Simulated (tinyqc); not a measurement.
Free and trapped electrons in a MOS channel with a dense trap tail: one step of the calculation.

p-type body, charge-sheet picture, full ionisation (an idealisation for deep acceptors), Boltzmann statistics for free electrons. e = Ec - EF at the surface. Acceptor-like traps of density D(E) = D0 + De exp(-E/Ew) at depth E below Ec, from 0 to Eu, hold n_t = integral of D(E)/(1 + exp((e - E)/Vt)). psi = Eg - Vt ln(Nv/Na) - e; N_dep = sqrt(2 eps0 eps_r Na (psi - Vt)/q); n_f = sqrt(N_dep^2 + 2 eps0 eps_r Vt Nc exp(-e/Vt)/q) - N_dep; Vg = Vfb + psi + q (N_dep + n_t + n_f)/Cox, Cox = eps0 eox/tox.

Task. Trapped charge. Trapezoid rule on 16 equal steps from 0 to Eu, f = 1/(1 + exp((e - E)/Vt)).

Parameters, values chosen for the exercise; band and dielectric values close to those of silicon: temperature T = 300 K; constant background density of acceptor-like traps D0 = 1.5e11 cm^-2 eV^-1; density of the tail at the conduction edge De = 4.9e13 cm^-2 eV^-1; decay energy of the tail Ew = 0.05 eV; depth below Ec down to which the traps reach Eu = 0.89 eV; Ec - EF at the surface e = 0.155 eV.

Constants: q = 1.602176634e-19 C, kB = 1.380649e-23 J/K, Vt = kB T/q. Results are converted to the units shown.

Give: E; D(E) f; n_t.

Result.

| point | E (eV) | D(E) f (cm^-2 eV^-1) |
|---|---|---|
| 0 | 0 | 1.2206e11 |
| 1 | 0.055625 | 3.4076e11 |
| 2 | 0.11125 | 8.4658e11 |
| 3 | 0.16687 | 1.1588e12 |
| 4 | 0.22250 | 6.7282e11 |
| 5 | 0.27813 | 3.3526e11 |
| 6 | 0.33375 | 2.1163e11 |
| 7 | 0.38938 | 1.7031e11 |
| 8 | 0.44500 | 1.5668e11 |
| 9 | 0.50062 | 1.5220e11 |
| 10 | 0.55625 | 1.5072e11 |
| 11 | 0.61187 | 1.5024e11 |
| 12 | 0.66750 | 1.5008e11 |
| 13 | 0.72313 | 1.5003e11 |
| 14 | 0.77875 | 1.5001e11 |
| 15 | 0.83437 | 1.5000e11 |
| 16 | 0.89000 | 1.5000e11 |

n_t = 2.8269e11 cm^-2

Numbers from tinyqc (`OMP_NUM_THREADS=1 python tinyqc.py 2222190 2222191 out.jsonl`; about 0.02 s on one thread of a shared Intel Xeon 2.30GHz).
